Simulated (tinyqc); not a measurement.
# Worked calculation: one-dimensional ballistic tunnel FET, two-band WKB

Numbers from tinyqc (`OMP_NUM_THREADS=1 python tinyqc.py 2620168 2620169 out.jsonl`; about 0.01 s on one thread of a shared Intel Xeon 2.30GHz). Printed values are rounded.

A p-type source for x < 0 with its Fermi level at 0 and its valence edge at ds; in the channel the bands fall as D exp(-x/lam) towards their flat values, with the conduction edge at Ec = ds - dP and D = dP + Eg. The gate moves dP one to one. The drain Fermi level lies at -Vd and the drain side reflects nothing. For w = E - Ec between 0 and dP an electron crosses the gap. Two-band dispersion with equal masses m: inside the gap kappa = sqrt(m u (1 - u/Eg)/C), u the distance from a band edge, C = hbar^2/(2 m0).

Parameters, values chosen for the exercise; band and dielectric values those of a made-up semiconductor:
- T = 300 K (temperature)
- Eg = 1.14 eV (band gap)
- m = 0.1 m0 (band-edge mass of the two-band model)
- lam = 3.8 nm (screening length of the source junction)
- ds = 0.13 eV (source valence edge above the source Fermi level)
- Vd = 0.3 V (drain bias)
- g = 2 (number of degenerate subbands (spin apart))
- dP = 0.1 eV (tunnelling window Ev(source) - Ec(channel))
- w0 = 0.046 eV (energy above the channel conduction edge)
- nc = 8 (cells of the path)
- nE = 9 (points of the energy grid)

Constants: q = 1.602176634e-19 C, kB = 1.380649e-23 J/K, hbar = 1.054571817e-34 J s, h = 6.62607015e-34 J s, m0 = 9.1093837015e-31 kg, Vt = kB T/q, hbar^2/(2 m0) = 0.0380998212 eV nm^2. Results are converted to the units shown.

## The path through the gap by the midpoint rule

At w = w0 the path runs from xa = lam ln(D/(w + Eg)) to xb = lam ln(D/w); u(x) = w + Eg - D exp(-x/lam) is the height above the valence edge. Cut it into nc equal cells: S = 2 (cell width) times the sum of kappa at the centres.

xa = 0.169195 nm
xb = 12.5181 nm

```
cell	x (nm)	u (eV)	kappa (1/nm)
0	0.9410	0.21800	0.680264
1	2.4846	0.54115	0.863781
2	4.0282	0.75642	0.817327
3	5.5718	0.89983	0.705388
4	7.1154	0.99536	0.575732
5	8.6590	1.05900	0.444398
6	10.2026	1.10140	0.312870
7	11.7463	1.12964	0.164143
```

S = 14.0897

## The exponent in closed form

S(w) = 2 lam int_0^Eg kappa(u) du/(w + Eg - u) = 2 pi lam sqrt(m/(C Eg)) [w + Eg/2 - sqrt(w (w + Eg))], T(w) = exp(-S). The common triangular estimate is S = (4/3) lam sqrt(m/C) Eg^1.5/(dP + Eg) for all w.

S(w0) = 13.8548
T(w0) = 9.61512e-7
triangular S = 8.05743

The midpoint value is 1.7 % above the closed form, and the triangular estimate 42 % below it.

## Current on a coarse grid

S(w) = 2 lam int_0^Eg kappa(u) du/(w + Eg - u) = 2 pi lam sqrt(m/(C Eg)) [w + Eg/2 - sqrt(w (w + Eg))], T(w) = exp(-S). I = g (2 q^2/h) int_0^dP T(w) [f(E) - f(E + Vd)] dw, E = ds - dP + w, f(x) = 1/(1 + exp(x/Vt)). Simpson's rule on nE equally spaced points.

```
point	w (eV)	T(w)	difference of the f
0	0.000000	1.07579e-9	0.238582
1	0.012500	5.29082e-8	0.161923
2	0.025000	2.10631e-7	0.106452
3	0.037500	5.59651e-7	0.0684321
4	0.050000	1.21039e-6	0.0433327
5	0.062500	2.30003e-6	0.0271707
6	0.075000	3.99250e-6	0.0169300
7	0.087500	6.47806e-6	0.0105074
8	0.100000	9.97226e-6	0.00650516
```

I = 6.84261e-7 uA

A converged quadrature gives 6.844e-7 uA; this grid is 0.017 % below that.
